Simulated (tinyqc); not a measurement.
Worked calculation: smearing for a one-band metal on the square lattice. Values are carried at full precision from step to step, so a last printed digit may differ when a step is redone from the rounded ones.

Lattice vectors (units of a): a1 = (1, 0), a2 = (0, 1). E(k) = -t A_1(k) - t2 A_2(k), A_m the sum of cos(k . R) over the 4 nearest and 4 second lattice vectors. Mesh k = sum (j_i/N) b_i, j_i = 0 .. N-1.

Inputs chosen for the exercise: t = 0.96 eV (nearest hopping); t2 = 0.03 eV (second hopping); N = 4 (unshifted mesh); ne = 0.58 (electrons per cell); sigma = 0.48 eV (width).

## Levels on the mesh

Evaluate the band and collect equal energies with their counts.

Distinct levels:

| E_k (eV) | points |
|---|---|
| -3.9600 | 1 |
| -1.9200 | 4 |
| 0.0000 | 4 |
| 0.1200 | 2 |
| 1.9200 | 4 |
| 3.7200 | 1 |

6 distinct levels; the mean spacing is 1.536 eV.

## Fermi level with Methfessel-Paxton (first order) smearing

With x = (E_k - mu)/sigma: Methfessel-Paxton (first order) f = erfc(x)/2 - x exp(-x^2)/(2 sqrt(pi)), s = (1 - 2 x^2) exp(-x^2)/(4 sqrt(pi)). With weights w = points/N^d (d the dimension), mu solves 2 sum w f = ne; E = 2 sum w f E_k, S = 2 sum w s, F = E - sigma S.

Weights w = points/total. Bisection from the lowest and highest level; ten steps are shown.

Bisection:

| step | low (eV) | high (eV) | mu (eV) | electrons |
|---|---|---|---|---|
| 1 | -3.9600 | 3.7200 | -0.1200 | 0.8053 |
| 2 | -3.9600 | -0.1200 | -2.0400 | 0.2728 |
| 3 | -2.0400 | -0.1200 | -1.0800 | 0.6313 |
| 4 | -2.0400 | -1.0800 | -1.5600 | 0.6131 |
| 5 | -2.0400 | -1.5600 | -1.8000 | 0.4772 |
| 6 | -1.8000 | -1.5600 | -1.6800 | 0.5600 |
| 7 | -1.6800 | -1.5600 | -1.6200 | 0.5905 |
| 8 | -1.6800 | -1.6200 | -1.6500 | 0.5762 |
| 9 | -1.6500 | -1.6200 | -1.6350 | 0.5836 |
| 10 | -1.6500 | -1.6350 | -1.6425 | 0.5800 |

## Occupations and energies

Converge mu, then list x, f and s of each level and form the sums.

mu = -1.6424 eV

x, f and s of each level:

| E_k (eV) | x | f | s |
|---|---|---|---|
| -3.9600 | -4.83 | 1.0000 | 0.0000 |
| -1.9200 | -0.58 | 0.9100 | 0.0334 |
| 0.0000 | 3.42 | 0.0000 | 0.0000 |
| 0.1200 | 3.67 | 0.0000 | 0.0000 |
| 1.9200 | 7.42 | 0.0000 | 0.0000 |
| 3.7200 | 11.17 | 0.0000 | 0.0000 |

E = -1.3686 eV
S = 0.0167
F = -1.3766 eV
(E + F)/2 = -1.3726 eV

Levels with f between 0.001 and 0.999: 1. For this scheme F itself has no term in sigma^2, so F is the estimate of the energy at zero width. That argument needs a smooth density of states, and the number of distinct levels within 2 sigma of mu is only 1, so it may fail on this mesh.

## Checks

- The slope dF/d sigma by finite differences against -S: both -0.016710.
- The slope dF/d ne by finite differences against mu (eV): both -1.6424.

Run: tinyqc, `OMP_NUM_THREADS=1 python tinyqc.py 1681628 1681629 out.jsonl`; Intel(R) Xeon(R) Processor @ 2.30GHz, one thread, shared host; about 0.08 s of CPU time with all checks.
